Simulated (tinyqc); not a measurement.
Froehlich polaron in a polar crystal: one step, computed by the program tinyqc. Command: `OMP_NUM_THREADS=1 python tinyqc.py 3026616 3026617 out.jsonl frohlich walk`. One thread of a shared host (Intel(R) Xeon(R) Processor @ 2.30GHz), about 0.05 s of CPU time with the checks.

One electron in a parabolic band of mass m*, coupled to dispersionless LO phonons in the continuum model. Energies are in units of hbar omega unless marked, wave numbers in k_0 = sqrt(2 m* omega/hbar).

Question. Second-order perturbation theory. At T = 0 and k < k_0: E(k) = (k/k_0)^2 - alpha arcsin(k/k_0)/(k/k_0); so E(0) = -alpha, 1/m_p = (1 - alpha/6)/m*, and the mean number of phonons in the cloud at k = 0 is alpha/2. The Lee-Low-Pines variational state gives the same E(0) and m_p = m* (1 + alpha/6).

Inputs (values chosen for the exercise, modelled on zinc sulfide): LO phonon energy hbar omega = 43.8 meV; electron wave number k/k_0 = 0.5.

coupling constant alpha = 0.7524455

Give: energy shift at k = 0; E(k); m*/m_p, second order; m_p/m*, Lee-Low-Pines; phonons in the cloud.

Answer.

energy shift at k = 0 = -32.96 meV

E(k) = -0.5380 hbar omega

m*/m_p, second order = 0.8746

m_p/m*, Lee-Low-Pines = 1.125

phonons in the cloud = 0.3762
